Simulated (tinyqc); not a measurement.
Transfer-length model of a contact: one step of the calculation.

A metal contact of length d and width W on a thin layer of the same width. The metal has no resistance, the sheet resistance under it equals Rsh, and current enters the layer at the front edge x = 0.

Task. Transfer length. A = Lt coth(d/Lt) is solved for Lt, starting from Lt = A. Newton step for Lt - A tanh(d/Lt) = 0: Lt(new) = Lt - [Lt - A tanh(d/Lt)]/[1 + A d/(Lt cosh(d/Lt))^2].

Parameters, values chosen for the exercise: contact length d = 0.045 um.

A = 1.9903238 um
Lt after iteration 1 = 0.087981155 um

Wanted: Lt after iteration 2.

Result.

Lt after iteration 2 = 0.1729 um

Program tinyqc, `OMP_NUM_THREADS=1 python tinyqc.py 2760114 2760115 out.jsonl`; Intel Xeon 2.30GHz, shared host, one thread, about 0.01 s.
